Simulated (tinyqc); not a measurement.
Worked calculation: k.p theory built from an empirical-pseudopotential calculation at Gamma. Values are carried at full precision from step to step, so a last printed digit may differ when a step is redone from the rounded ones.

Empirical pseudopotential on the fcc lattice, atoms at +/- tau, tau = a (1,1,1)/8, no spin-orbit coupling. H(G,G') = c (2 pi/a)^2 |k + G|^2 delta + VS(q) cos(q.tau) + i VA(q) sin(q.tau), q = G - G', c = hbar^2/2m0; k and G in units of 2 pi/a; VS at |q|^2 = 3, 8, 11 and VA at 3, 4, 11, in rydberg, zero elsewhere. The basis is fixed: all 89 G with |G|^2 up to Gcut. Energies are counted from the fourth level at Gamma.

Constants: hbar^2/2m0 = 3.80998211 eV angstrom^2; Ry = 13.60569312 eV.

Values chosen for the exercise (near those of GaP; shifted at random, so the results belong to these values and not to a real crystal):
- a = 5.455 angstrom (lattice constant)
- VS = (-0.224, 0.031, 0.07) Ry (symmetric form factors)
- VA = (0.118, 0.07, 0.019) Ry (antisymmetric form factors)
- Gcut = 19 (2 pi/a)^2 (largest |G|^2 of the fixed basis)

## Levels at Gamma

Diagonalise H at k = 0 and group equal levels.

Multiplets at Gamma:
```
multiplet  degeneracy    E (eV)
1                   1  -12.9884
2                   3    0.0000
3                   1    2.7281
4                   3    5.1942
5                   2    9.1113
6                   1    9.8728
7                   3   13.8064
8                   1   16.2847
9                   3   28.6996
```

The lowest empty multiplet is a singlet at 2.728 eV; the lowest empty singlet (s-like) is multiplet 3.

## Mass of the s-like conduction level (multiplet 3)

For a multiplet A of d_A states, W(B) = (4 c/(3 d_A)) sum over n in A, m in B and i = x, y, z of |<n|G_i|m>|^2 (G in 1/angstrom, <n|G_i|m> = sum_G c_n(G)* G_i c_m(G)); the mean inverse mass of A is 1 + sum_B W(B)/(E_A - E_B). Multiplets with W = 0 are left out.

List the couplings (the first eight at most); W to the valence triplet is the Kane energy Ep.

Couplings:
```
multiplet B  degeneracy  E_B (eV)   W (eV)  W/(E_A - E_B)
2                     3    0.0000  18.4943         6.7793
4                     3    5.1942   0.0816        -0.0331
7                     3   13.8064   0.2355        -0.0213
11                    3   29.8153   0.2684        -0.0099
12                    3   30.9474   0.4136        -0.0147
15                    3   44.7295   0.0197        -0.0005
17                    3   45.3237   0.0003         0.0000
19                    3   46.7174   0.0144        -0.0003
```

sum over the higher multiplets = -0.0030
1/m = 7.6966

Ep = 18.49 eV. The valence triplet gives 6.78, all other levels together -0.08; m = 0.1299, against 0.1285 for two levels alone.

## Valence parameters

Fold all other levels onto the valence triplet: D(u) = c + 4 c^2 sum_m <n|u.G|m><m|u.G|n'>/(0 - E_m), in units of c. Along [100] its eigenvalues are L (once) and M (twice); along [111] (L + 2M + 2N)/3 (once) and (L + 2M - N)/3 (twice). Then g1 = -(L + 2M)/3, g2 = -(L - M)/6, g3 = -N/6.

eigenvalues along [100]: -7.165  -2.004  -2.004

eigenvalues along [111]: -9.527  -0.823  -0.823

L, M, N: -7.165  -2.004  -8.704

g1, g2, g3: 3.725  0.860  1.451

With spin-orbit coupling added at fixed g1, g2, g3 and large against the hole energy these give heavy and light masses along [100] of 0.499 and 0.184. The s-like level alone adds Ep/(3E) = 2.26 to g1. Local form factors fix Ep and the gap only roughly, so these values can lie far from measured ones.

## Checks

- 1/m of the s-like level from the sum against the curvature of the band: both 7.697.
- L and M against the curvatures along [100]: largest relative difference 6.0e-07.

Computed by tinyqc, a small Python program: `OMP_NUM_THREADS=1 python tinyqc.py 1050486 1050487 out.jsonl` (the numbers bound the seed that draws the inputs); one thread of a shared host (Intel(R) Xeon(R) Processor @ 2.30GHz), about 0.5 s for the whole set of steps.
